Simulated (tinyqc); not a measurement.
Ferroelectric hysteresis, discrete Preisach model: one step of the calculation.

36 bistable elements (j, k) switch to +1 when V reaches u_j and to -1 when V falls to -u_k, and keep their state between. P = Ps sum w_jk s_jk. All elements start at -1. No time dependence and no dielectric part.

Problem. The voltage goes to -2.4 V. Rows with u_j <= V turn to +1; columns with V <= -u_k turn to -1; P = Ps sum w s.

Values chosen for this exercise:
```
symbol,value,unit,meaning
Ps,18,uC/cm^2,saturation polarisation
up,"[0.3, 0.9, 1.5, 2.1, 2.7, 3.3]",V,list of the u_j
```

states after step 1:
```
       d=-0.3  d=-0.9  d=-1.5  d=-2.1  d=-2.7  d=-3.3
u=0.3       1       1       1       1       1       1
u=0.9       1       1       1       1       1       1
u=1.5      -1      -1      -1      -1      -1      -1
u=2.1      -1      -1      -1      -1      -1      -1
u=2.7      -1      -1      -1      -1      -1      -1
u=3.3      -1      -1      -1      -1      -1      -1
```

w:
```
           d=-0.3      d=-0.9      d=-1.5      d=-2.1      d=-2.7      d=-3.3
u=0.3  0.00614968  0.01229166  0.01070185  0.00405880  0.00067054  0.00004826
u=0.9  0.01229166  0.03722402  0.04910508  0.02821760  0.00706324  0.00077016
u=1.5  0.01070185  0.04910508  0.09814867  0.08545408  0.03240945  0.00535428
u=2.1  0.00405880  0.02821760  0.08545408  0.11272909  0.06477831  0.01621488
u=2.7  0.00067054  0.00706324  0.03240945  0.06477831  0.05639986  0.02139030
u=3.3  0.00004826  0.00077016  0.00535428  0.01621488  0.02139030  0.01229166
```

V = -2.4 V

Give: states after step 2; P after step 2.

Solution.

states after step 2:
```
       d=-0.3  d=-0.9  d=-1.5  d=-2.1  d=-2.7  d=-3.3
u=0.3      -1      -1      -1      -1       1       1
u=0.9      -1      -1      -1      -1       1       1
u=1.5      -1      -1      -1      -1      -1      -1
u=2.1      -1      -1      -1      -1      -1      -1
u=2.7      -1      -1      -1      -1      -1      -1
u=3.3      -1      -1      -1      -1      -1      -1
```

P after step 2 = -17.69 uC/cm^2

tinyqc, about 0.01 s, one thread, Intel Xeon 2.30GHz (shared host): `OMP_NUM_THREADS=1 python tinyqc.py 2860136 2860137 out.jsonl`
